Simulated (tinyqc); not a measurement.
# Changing the field F

Model: Haynes-Shockley experiment: drift, diffusion and decay of a minority-carrier pulse. Computed by tinyqc, a small Python program. Command: `OMP_NUM_THREADS=1 python tinyqc.py 3112320 3112321 out.jsonl haynes sweep`. One thread of a shared host (Intel(R) Xeon(R) Processor @ 2.30GHz), about 0.03 s of CPU time with the checks.

A thin sheet of excess carriers is made at x = 0, t = 0 in a long uniform bar; injection is low, so the pulse moves with the minority mobility.

Inputs (values chosen for the exercise, modelled on electrons in p-type silicon in a lightly doped bar):
```
quantity                       value         unit
minority mobility mu            1370   cm^2/(V s)
lifetime tau                      30  microsecond
temperature T                    300            K
distance d to the collector      0.8           cm
injected sheet density N0    4.8e+10       1/cm^2
```

Constants: k_B = 8.617333262e-05 eV/K.

Method:
- D = mu k_B T/e, v = mu F.
- Transit time d/v, diffusion length sqrt(D tau), drift length v tau, Peclet number v d/D = e F d/(k_B T).
- dn(x, t) = N0/sqrt(4 pi D t) exp(-(x - v t)^2/(4 D t) - t/tau).
- At fixed x the signal peaks where d ln(dn)/dt = 0: a t^2 + t/2 - x^2/(4 D) = 0 with a = v^2/(4 D) + 1/tau.
- The full width at half maximum is found by solving dn(x, t) = peak/2 on both sides of the peak.
- With w the full width at half maximum: mu = d/(F t_p); D = (w d)^2/(16 ln2 t_p^3); Einstein ratio D/mu against k_B T/e.

One run for each value; columns: (1) field F (V/cm); (2) time of the peak t_p (microsecond); (3) width at half maximum (microsecond); (4) peak density (1/cm^3); (5) error of mu (%):
```
(1)       (2)     (3)         (4)     (5)
6.0    93.602  22.534  9.6763e+09  3.9754
15.0   38.631   5.959  1.0031e+11  0.7732
23.0   25.293   3.155  1.9421e+11  0.3781
37.0   15.754   1.550  3.3875e+11  0.1792
58.0   10.059   0.791  5.1284e+11  0.0931
91.0    6.414   0.403  7.2535e+11  0.0507
140.0   4.170   0.211  9.6954e+11  0.0295
```

Give the missing row, field F (V/cm) = 9.4.

Computed row; columns: (1) field F (V/cm); (2) time of the peak t_p (microsecond); (3) width at half maximum (microsecond); (4) peak density (1/cm^3); (5) error of mu (%):
```
(1)     (2)     (3)         (4)     (5)
9.4  61.048  11.851  3.7225e+10  1.7581
```

Interpolating between the two neighbouring rows (the first column on a logarithmic scale, the others too where they are positive) misses most in peak density (1/cm^3), by 18 %. Over the rows, time of the peak t_p (microsecond) falls from 93.6 to 4.17 (exponent d ln y / d ln x about -0.99 throughout); width at half maximum (microsecond) falls from 22.5 to 0.211 (exponent d ln y / d ln x about -1.5 throughout); peak density (1/cm^3) rises from 9.68e9 to 9.70e11 (exponent d ln y / d ln x 3.0 between the first rows and 0.67 between the last). The exponent of time of the peak t_p stays between -1.00 and -0.95, near -1: pure drift, t = d/(mu F). The exponent of width at half maximum stays between -1.50 and -1.43, near -1.5: sqrt(D t)/v with t = d/v.

Extremes, crossings and ranges named in words are read from the listed rows.
